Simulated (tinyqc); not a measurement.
Gamma, L and X subbands of a thin body with non-parabolic valleys: one step. Filling and quantum capacitance.

n_i = g m/(2 pi c) kB T ln(1 + exp((EF - E_i)/kB T)), sum n_i = Ns (1e12/cm^2 = 1e-4/angstrom^2), c = hbar^2/2m0. Quantum capacitance Cq = 1602.176634 sum g m/(2 pi c) f_i in microfarad/cm^2 with f_i = 1/(1 + exp((E_i - EF)/kB T)); Cox = 34.5313/eot (one gate); C/Cox = Cq/(Cq + Cox), the centroid term left out.

Constants: hbar^2/2m0 = 3.80998211 eV angstrom^2; kB = 8.617333262e-05 eV/K.

Values chosen for the exercise (near those of a thin InAs channel; shifted at random, so the results belong to these values and not to a real crystal): face = 111 (surface); t = 82 angstrom (body thickness); Ns = 4.5 x 1e12/cm^2 (sheet density); T = 300 K (temperature); eot = 6 angstrom (equivalent oxide thickness).

Subbands:
```
subband  g    E (eV)  DOS mass
G1 n=1   1  0.156488  0.045073
G1 n=2   1  0.429814  0.077689
G1 n=3   1  0.723496  0.112733
L1 n=1   1  0.730428  0.050539
L1 n=2   1  0.755188  0.052124
L1 n=3   1  0.794862  0.054663
L3 n=1   3  0.816630  0.192922
L1 n=4   1  0.847493  0.058032
L1 n=5   1  0.910976  0.062094
L1 n=6   1  0.983330  0.066725
```

Question. Over the ten listed subbands, named by valley (G, L, X), degeneracy and number.

Give: EF; n_i in the order of the list; Cq; Cox; C/Cox.

Answer.

EF = 0.3875 eV

n_i in the order of the list (1e12/cm^2): 4.351  0.149  0.000  0.000  0.000  0.000  0.000  0.000  0.000  0.000

Cq = 3.86 microfarad/cm^2
Cox = 5.755 microfarad/cm^2
C/Cox = 0.402

EF lies 231 meV above the lowest edge; Gamma holds 100 % of the electrons. The low density of states costs 60 % of the gate capacitance.

(tinyqc, `OMP_NUM_THREADS=1 python tinyqc.py 1251598 1251599 out.jsonl`, Intel(R) Xeon(R) Processor @ 2.30GHz, 1 thread, shared host, about 0.03 s.)
